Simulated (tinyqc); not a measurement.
Longitudinal sound in a periodic multilayer: transfer matrices, stop bands and folded phonons: one step, computed by the program tinyqc.

Layers 1 and 2 repeat with period d = d_1 + d_2; waves travel normal to the layers, without loss. State vector (u, s): displacement u and stress divided by omega. Impedances Z = rho v are in 1e6 kg/(m^2 s).

Question. Impedances, mean velocity and Bragg frequency. Z = rho v; interface reflection r = (Z_2 - Z_1)/(Z_2 + Z_1) (stress amplitude, from 1 into 2); Bragg frequency f_B = 1/[2 (d_1/v_1 + d_2/v_2)]; long-wave velocity v_eff = d/sqrt[(d_1/v_1)^2 + (d_2/v_2)^2 + (Z_1/Z_2 + Z_2/Z_1)(d_1/v_1)(d_2/v_2)].

Inputs (values chosen for the exercise, modelled on silica (layer 1), platinum (layer 2) and gallium arsenide (substrate)): density rho_1 = 2.24 g/cm^3; velocity v_1 = 5920 m/s; thickness d_1 = 2.05 nm; density rho_2 = 21.2 g/cm^3; velocity v_2 = 4130 m/s; thickness d_2 = 1.4 nm; substrate density = 5.28 g/cm^3; substrate velocity = 4680 m/s.

Give: Z_1; Z_2; Z of the substrate; interface reflection r; Bragg frequency f_B; long-wave velocity v_eff.

Answer.

Z_1 = 13.2608

Z_2 = 87.556

Z of the substrate = 24.7104

interface reflection r = 0.7369

Bragg frequency f_B = 729.6 GHz

long-wave velocity v_eff = 3403 m/s

Caution: at these frequencies damping, strong in glasses, and rough interfaces, both left out here, can weaken the stop bands; layers only a few atoms thick are also beyond continuum acoustics.
